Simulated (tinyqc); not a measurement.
From results back to parameters: electrons shared among three sets of ellipsoidal valleys. Three cases, with inputs chosen for the exercise.

Problem. An ellipsoidal valley with ml > mt has m_d = (ml mt^2)^(1/3) and 1/m_c = (1/ml + 2/mt)/3.
Find: K = ml/mt; ml; mt.

Method. m_d/m_c = K^(1/3) (2 + 1/K)/3 rises steadily for K > 1, so it fixes K; then mt = m_d/K^(1/3) and ml = K mt.

Case 1.

m_d = 0.215678 m0
m_c = 0.106584 m0

Solution.

K = ml/mt = 26.44
ml = 1.914 m0
mt = 0.0724 m0

Case 2.

m_d = 0.330073 m0
m_c = 0.265943 m0

Solution.

K = ml/mt = 4.79
ml = 0.938 m0
mt = 0.1958 m0

Case 3.

m_d = 0.232117 m0
m_c = 0.139080 m0

Solution.

K = ml/mt = 14.14
ml = 1.357 m0
mt = 0.0960 m0

Computed by tinyqc, one run a case: `OMP_NUM_THREADS=1 python tinyqc.py N N+1 out.jsonl` with N = 1651179, 1651291, 1651341; one thread of a shared Intel(R) Xeon(R) Processor @ 2.30GHz, about 0.02 s a run at most.
